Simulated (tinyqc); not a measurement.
Inside a calculation: cyclotron resonance of ellipsoidal valleys, Ge type. Values are carried at full precision from step to step, so a last printed digit may differ when a step is redone from the rounded ones.

Valleys along [111], [-111], [1-11], [11-1], mass ml along the axis and mt across it. B lies in the (1-10) plane, b = (sin(theta)/sqrt2, sin(theta)/sqrt2, cos(theta)). For the angle phi between B and the axis, 1/mc^2 = cos^2(phi)/mt^2 + sin^2(phi)/(mt ml). Resonance: h nu = 2 muB B/mc, h = 2 pi hbar.

Constants: hbar = 6.58211957e-16 eV s; muB = 5.788381798e-05 eV/T.

Parameters, chosen for this exercise (near those of Ge; shifted at random, so the results belong to these values and not to a real crystal): theta = 77 degrees (angle of B from [001] towards [110]); ml = 1.633 m0 (longitudinal mass); mt = 0.082 m0 (transverse mass); nu = 24 GHz (microwave frequency); tau = 83 ps (scattering time).

## Angles to the valley axes

Give b and cos^2(phi) for each axis.

b: 0.6890  0.6890  0.2250

cos^2(phi): [111] 0.8564, [-111] 0.0169, [1-11] 0.0169, [11-1] 0.4431

## Cyclotron masses and resonance fields

For each axis, mc and B = h nu mc/(2 muB).

Resonances:

| axis | mc (m0) | B (T) |
|---|---|---|
| [111] | 0.0882 | 0.0757 |
| [-111] | 0.3186 | 0.2732 |
| [1-11] | 0.3186 | 0.2732 |
| [11-1] | 0.1195 | 0.1024 |

3 distinct masses appear; the limits are mt = 0.082 (B along the axis) and sqrt(ml mt) = 0.3659 (B across it).

## The same from the mass tensor

For the valley along [11-1]: M = mt 1 + (ml - mt) a a^T, and mc^2 = det M/(b M b).

M (m0):
```
         x        y        z
x   0.5990   0.5170  -0.5170
y   0.5170   0.5990  -0.5170
z  -0.5170  -0.5170   0.5990
```

det M = 0.010980
b M b = 0.7693
mc = 0.1195 m0

## Line shape

For linear polarisation and one isotropic mass the absorbed power goes as P = [1 + (w^2 + wc^2) tau^2]/([1 + (wc^2 - w^2) tau^2]^2 + 4 w^2 tau^2), w = 2 pi nu. List it for wc/w = 0, 0.5, 0.8, 0.9, 1, 1.1, 1.2, 1.5 and 2, which is B over the resonance field.

w tau = 12.516

Power:

| wc/w | P |
|---|---|
| 0.0 | 0.006343 |
| 0.5 | 0.01386 |
| 0.8 | 0.06980 |
| 0.9 | 0.1957 |
| 1.0 | 0.5008 |
| 1.1 | 0.1955 |
| 1.2 | 0.06947 |
| 1.5 | 0.01296 |
| 2.0 | 0.003526 |

The largest listed value lies at wc/w = 1.0, 79.0 times the zero-field value. With w tau well above 1 the line is sharp, of relative half width about 1/(w tau). The closest two lines of this crystal are 35.4 % apart, so they are resolved.

## Checks

- Rotation frequency of dv/dt = -M^-1 (v x b) for the valley along [11-1], in units of e B/m0, against 1/mc: both 8.3704.

Computed by tinyqc, a small Python program: `OMP_NUM_THREADS=1 python tinyqc.py 1250539 1250540 out.jsonl` (the numbers bound the seed that draws the inputs); one thread of a shared host (Intel(R) Xeon(R) Processor @ 2.30GHz), about 0.01 s for the whole set of steps.
